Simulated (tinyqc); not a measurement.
# Worked calculation: MESFET, gradual channel with velocity saturation

Program tinyqc, `OMP_NUM_THREADS=1 python tinyqc.py 2500112 2500113 out.jsonl`; Intel Xeon 2.30GHz, shared host, one thread, about 0.07 s. Printed values are rounded.

A uniformly doped n-type channel, depleted from the top by a Schottky gate; at channel potential V the depleted share of a is u = sqrt((Vbi - Vg + V)/Vp), s at the source. Electrons drift with v = mu E/(1 + mu E/vsat). Abrupt depletion edge, no series resistance, source at 0.

Parameters, values chosen for the exercise; material values close to those of gallium arsenide:
- T = 350 K (temperature)
- eps_r = 12.8 (relative permittivity of the semiconductor)
- Nc = 5.62e17 cm^-3 (conduction-band density of states at T)
- Nd = 2.7e17 cm^-3 (donor density of the channel)
- a = 120 nm (channel thickness)
- mu = 3700 cm^2/(V s) (low-field mobility at this doping)
- vsat = 1e7 cm/s (saturation velocity)
- L = 1 um (gate length)
- W = 50 um (gate width)
- phiB = 0.97 V (Schottky barrier)
- Vg = -0.5 V (gate voltage)
- Vd = 0.39 V (drain voltage)

Constants: q = 1.602176634e-19 C, kB = 1.380649e-23 J/K, Vt = kB T/q, eps0 = 8.8541878128e-14 F/cm where lengths are in cm. Results are converted to the units shown.

Range of the model: The donor density is not small against Nc, so the Boltzmann form of the built-in voltage is rough.

## Built-in and pinch-off voltages

Vbi = phiB - Vt ln(Nc/Nd); Vp = q Nd a^2/(2 eps0 eps_r); G0 = q mu Nd a W/L; Z = mu Vp/(vsat L); s = sqrt((Vbi - Vg)/Vp). VT = Vbi - Vp.

Vbi = 0.947890 V
Vp = 2.74820 V
VT = -1.80031 V
G0 = 96.0345 mS
Z = 10.1683
s = 0.725845

Z = 10.2: velocity saturation dominates.

## Current below saturation

u = sqrt((Vbi - Vg + Vd)/Vp). I = (G0 Vp/3) F/(1 + Z (u^2 - s^2)), F = 3 (u^2 - s^2) - 2 (u^3 - s^3), with u at V = Vd; Z = 0 gives constant mobility, for which u stops at 1.

u = 0.817779
F = 0.0967589
I for Z = 0 = 8.51226 mA
I = 3.48435 mA

The falling mobility lowers the current by 59.1 %.

## Iteration 1: the saturation point by Newton steps

u at the start = 0.726

a is the channel (half-)thickness, Vp its pinch-off voltage and Z = mu Vp/(vsat L); an iterate with u > 1 is an overshoot, not a physical state. f = (1 - u)(1 + Z (u^2 - s^2)) - Z F/3, F = 3 (u^2 - s^2) - 2 (u^3 - s^3); f' = -(1 + Z (u^2 - s^2)); u(new) = u - f/f'.

f = 0.274000
f' = -1.00229
u after iteration 1 = 0.999374

## Iteration 2: the saturation point by Newton steps

As before.

f = -0.620942
f' = -5.79840
u after iteration 2 = 0.892285

## Course of the iteration: the saturation point by Newton steps

Stop when u changes by less than 1e-10, or after 60 iterations.

Course of the iteration:
```
iteration         u  |change|
1          0.999374     0.273
2          0.892285     0.107
3          0.862227    0.0301
4          0.859696   2.53e-3
5          0.859678   1.78e-5
6          0.859678  8.74e-10
7          0.859678   < 1e-13
```

Converged in 7 iterations. At the end the number of correct digits about doubles with each step.

## Saturation voltage, current and transconductance

um = 0.859678

Vdsat = Vp (um^2 - s^2); Isat = (G0 Vp/Z)(1 - um), which is q Nd vsat a W (1 - um); gm = G0 (um - s)/(1 + Z (um^2 - s^2)). For Z = 0: Vdsat = Vp (1 - s^2), Isat = (G0 Vp/3)(1 - 3 s^2 + 2 s^3), gm = G0 (1 - s).

Vdsat = 0.583156 V
Isat = 3.64209 mA
gm = 4.07027 mS
Vdsat for Z = 0 = 1.30031 V
Isat for Z = 0 = 16.2111 mA
gm for Z = 0 = 26.3283 mS

The current saturates with 14.0 % of the channel still open at the drain, at 0.225 of the constant-mobility current.
